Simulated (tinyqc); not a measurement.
Moving the second set by strain or alloying: electrons shared among three sets of ellipsoidal valleys.

F_j(eta) = (1/Gamma(j + 1)) integral_0^infinity x^j dx/(1 + exp(x - eta)), which tends to exp(eta) for eta << 0.

Sets L, Gamma, Delta: N_i = M_i times N = 2 (m kB T/(4 pi c))^(3/2) with c = hbar^2/2m0, in 1/angstrom^3; times 1e24 for 1/cm^3, m = (ml mt^2)^(1/3); n = sum_i N_i F_1/2((EF - dE_i)/kT), energies from the edge of the first set; mu_drift = sum of share times mobility.

Constants: hbar^2/2m0 = 3.80998211 eV angstrom^2; kB = 8.617333262e-05 eV/K.

Parameters, chosen for this exercise (masses and offsets near those of Ge; mobilities are free inputs, held fixed; shifted at random, so the results belong to these values and not to a real crystal): dE = (0, 0.154, 0.205) eV (edges of L, Gamma, Delta above the first); M = (4, 1, 6) (valleys in each set); ml = (1.525, 0.039, 0.921) m0 (longitudinal masses of L, Gamma, Delta); mt = (0.0803, 0.039, 0.2059) m0 (transverse masses); mu = (4000, 19000, 1200) cm^2/(V s) (mobility of each set); n = 1.5e+19 1/cm^3 (total electron density); T = 300 K.

The second entry of dE is replaced by the values listed; a negative value puts that set lowest.

Populations:

| offset (eV) | EF (eV) | share L | share Gamma | share Delta | mu_drift |
|---|---|---|---|---|---|
| -0.100 | 0.0199 | 0.8958 | 0.1026 | 0.0015 | 5535 |
| -0.050 | 0.0219 | 0.9456 | 0.0527 | 0.0017 | 4786 |
| 0.000 | 0.0233 | 0.9792 | 0.0190 | 0.0018 | 4280 |
| 0.025 | 0.0237 | 0.9888 | 0.0095 | 0.0018 | 4137 |
| 0.050 | 0.0239 | 0.9940 | 0.0042 | 0.0018 | 4058 |
| 0.100 | 0.0240 | 0.9975 | 0.0007 | 0.0018 | 4005 |
| 0.200 | 0.0240 | 0.9982 | 0.0000 | 0.0018 | 3995 |
| 0.300 | 0.0240 | 0.9982 | 0.0000 | 0.0018 | 3995 |

Give the missing row, offset (eV) = 0.150.

Computed row:
```
offset (eV)  EF (eV)  share L  share Gamma  share Delta  mu_drift
0.150         0.0240   0.9981       0.0001       0.0018      3996
```

The share of L goes from 0.896 to 0.998 and the mean mobility from 5535 to 3995 cm^2/(V s). L holds more than Gamma throughout. The share of Delta is at most 0.0018. With Boltzmann statistics the first two sets are equal at kT ln(N_2/N_1) = -0.1019 eV.

tinyqc: `OMP_NUM_THREADS=1 python tinyqc.py 1682477 1682478 out.jsonl`; about 0.02 s, one thread, shared Intel(R) Xeon(R) Processor @ 2.30GHz.
